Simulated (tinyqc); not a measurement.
Worked calculation: one-electron ion in a basis of Gaussians. Computed by tinyqc, a small Python program that keeps every step. Settings: Z = 6, l = 1. Command: `OMP_NUM_THREADS=1 python tinyqc.py 24936 24937 out.jsonl` (the two numbers bound the seeds that draw the settings). One thread of a shared host (Intel(R) Xeon(R) Processor @ 2.60GHz), about 0.01 s of CPU time with the checks.

## Matrices over normalised Gaussians

exponents of r^l exp(-a r^2) (1/bohr^2): [0.369700, 1.432000, 5.550000, 21.510000, 83.330000, 322.900000]

Z = 6

l = 1

With p = a_i + a_j and I(k) = Gamma((k+1)/2) / (2 p^((k+1)/2)): S = I(2l+2), T = (2l+3) a_i a_j S / p, V = -Z I(2l+1), each divided by sqrt(S_ii S_jj).

S:
$$\begin{pmatrix}
1.000000 & 0.586286 & 0.162931 & 0.033735 & 0.006406 & 0.001188 \\
0.586286 & 1.000000 & 0.586031 & 0.162827 & 0.033729 & 0.006403 \\
0.162931 & 0.586031 & 1.000000 & 0.586033 & 0.162904 & 0.033737 \\
0.033735 & 0.162827 & 0.586033 & 1.000000 & 0.586219 & 0.162938 \\
0.006406 & 0.033729 & 0.162904 & 0.586219 & 1.000000 & 0.586114 \\
0.001188 & 0.006403 & 0.033737 & 0.162938 & 0.586114 & 1.000000
\end{pmatrix}$$

T (hartree):
$$\begin{pmatrix}
0.924250 & 0.861369 & 0.282369 & 0.061306 & 0.011789 & 0.002193 \\
0.861369 & 3.580000 & 3.335389 & 1.093071 & 0.237419 & 0.045641 \\
0.282369 & 3.335389 & 13.875000 & 12.927003 & 4.238314 & 0.920375 \\
0.061306 & 1.093071 & 12.927003 & 53.775000 & 50.112317 & 16.429482 \\
0.011789 & 0.237419 & 4.238314 & 50.112317 & 208.325000 & 194.110590 \\
0.002193 & 0.045641 & 0.920375 & 16.429482 & 194.110590 & 807.250000
\end{pmatrix}$$

V (hartree):
$$\begin{pmatrix}
-3.881099 & -3.551940 & -1.789240 & -0.712229 & -0.264518 & -0.096407 \\
-3.551940 & -7.638385 & -6.989166 & -3.520114 & -1.401581 & -0.520444 \\
-1.789240 & -6.989166 & -15.037531 & -13.759454 & -6.931862 & -2.759642 \\
-0.712229 & -3.520114 & -13.759454 & -29.603990 & -27.091825 & -13.648160 \\
-0.264518 & -1.401581 & -6.931862 & -27.091825 & -58.268084 & -53.319103 \\
-0.096407 & -0.520444 & -2.759642 & -13.648160 & -53.319103 & -114.700172
\end{pmatrix}$$

## Generalised eigenproblem

H = T + V (hartree):
$$\begin{pmatrix}
-2.956849 & -2.690571 & -1.506872 & -0.650923 & -0.252729 & -0.094213 \\
-2.690571 & -4.058385 & -3.653777 & -2.427044 & -1.164162 & -0.474803 \\
-1.506872 & -3.653777 & -1.162531 & -0.832451 & -2.693548 & -1.839267 \\
-0.650923 & -2.427044 & -0.832451 & 24.171010 & 23.020492 & 2.781323 \\
-0.252729 & -1.164162 & -2.693548 & 23.020492 & 150.056916 & 140.791486 \\
-0.094213 & -0.474803 & -1.839267 & 2.781323 & 140.791486 & 692.549828
\end{pmatrix}$$

Solve H C = S C e through S^(-1/2); each column has its largest component positive (the first on a tie).

eigenvalues of S: [0.137019, 0.274872, 0.557741, 1.034881, 1.684289, 2.311197]

eigenvalues (hartree): [-4.489767, -1.941371, 3.897330, 40.471604, 208.762425, 937.418040]

coefficients:
$$\begin{pmatrix}
0.163119 & 1.163750 & -0.520497 & -0.151871 & 0.055300 & -0.021673 \\
0.728064 & -0.609012 & 1.248666 & 0.473881 & -0.173619 & 0.067671 \\
0.249237 & -0.188828 & -1.231939 & -1.063780 & 0.433180 & -0.167520 \\
0.027184 & -0.018702 & -0.001839 & 1.358162 & -0.978027 & 0.401841 \\
0.003430 & -0.002392 & -0.018738 & -0.092328 & 1.373327 & -0.908156 \\
0.000247 & -0.000161 & 0.001080 & 0.019790 & -0.108126 & 1.290673
\end{pmatrix}$$

For Z = 6 and l = 1 the exact lowest level is -Z^2/(2 n^2) with n = l + 1: -4.500000 hartree.
